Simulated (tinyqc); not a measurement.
# MOS structure on a p-type body with a doping step (retrograde), non-linear Poisson equation by Newton steps: charge and capacitance against gate voltage

One dimension, insulator interface at x = 0, acceptor density N1 for x < x1 and Na beyond, net doping C = -(acceptor density). psi is counted from the intrinsic level: n = ni exp((psi - Vb)/Vt), p = ni exp(-psi/Vt); deep in the body psi_b = -Vt ln(Na/ni). The gate acts through Cox = eps0 eox/tox and has the potential psi_G = Vg - (phiM - chi - Vt ln(Nc/ni)). Boltzmann statistics, full ionisation, classical densities, no oxide or interface charge.

ni = sqrt(Nc Nv) exp(-Eg/(2 Vt)), Eg in volts. The Poisson equation d/dx(eps0 eps_r dpsi/dx) = -q (p - n + C), with eps0 eps_r dpsi/dx = -Cox (psi_G - psi_0) at x = 0, is solved on a mesh of about 600 nodes or more. N_inv is the integral of n less its value deep in the body. C_LF = Cox (1 - dpsi_0/dVg) with all carriers following; C_HF is the same with the electron quasi-Fermi level shifting uniformly so that N_inv stays fixed. The centroid is that of the same excess.

Inputs (values chosen for the exercise); band and dielectric values close to those of silicon: temperature T = 400 K; band gap Eg = 1.11 eV; relative permittivity eps_r = 11.6; conduction-band density of states at T Nc = 4.34e19 cm^-3; valence-band density of states at T Nv = 4.08e19 cm^-3; electron affinity chi = 3.99 eV; acceptor density deep in the body Na = 1.4e18 cm^-3; relative permittivity of the gate insulator (close to silicon dioxide) eox = 3.9; insulator thickness tox = 11 nm; gate work function phiM = 4.14 eV; electron quasi-Fermi potential against the body Vb = 0 V; depth of the doping step x1 = 14 nm; acceptor density above the step N1 = 1.4e17 cm^-3.

Constants: q = 1.602176634e-19 C, kB = 1.380649e-23 J/K, Vt = kB T/q, eps0 = 8.8541878128e-14 F/cm where lengths are in cm. Results are converted to the units shown.

Results:
```
Vg (V),psi_0 - psi_b (V),N_inv (cm^-2),C_LF/Cox,C_HF/Cox,centroid (nm)
0.89,0.668,3.66e8,0.544,0.543,1.07
1.15,0.787,1.01e10,0.556,0.527,0.948
1.29,0.844,5.03e10,0.640,0.519,0.897
1.42,0.883,1.49e11,0.756,0.515,0.860
1.55,0.909,3.03e11,0.836,0.513,0.832
1.69,0.929,5.05e11,0.884,0.511,0.806
1.82,0.942,7.11e11,0.910,0.510,0.785
1.95,0.953,9.29e11,0.926,0.510,0.767
2.09,0.962,1.17e12,0.938,0.509,0.748
```

Estimate the missing row, Vg = 1.02 V.

Computed row:
```
Vg (V),psi_0 - psi_b (V),N_inv (cm^-2),C_LF/Cox,C_HF/Cox,centroid (nm)
1.02,0.728,1.93e9,0.540,0.535,1.01
```

With this row back in the table: N_inv goes from 3.66e8 to 1.17e12 cm^-2 and passes 2e11 cm^-2 at Vg = 1.47 V. Below threshold it takes 180 mV a decade between Vg = 0.89 and 1.02 V, against Vt ln 10 = 79.4 mV. C_LF/Cox is lowest, 0.540, at Vg = 1.02 V among the rows listed and ends at 0.938, while C_HF/Cox ends at 0.509. Between the last two rows q dN_inv/dVg is 0.882 Cox. Where the classical centroid is under about 2 nm, confinement would move the charge away from the interface and raise the threshold.

Computed by the program tinyqc: `OMP_NUM_THREADS=1 python tinyqc.py 2080170 2080171 out.jsonl`, one thread of a shared Intel Xeon 2.30GHz, about 0.5 s for the whole run.
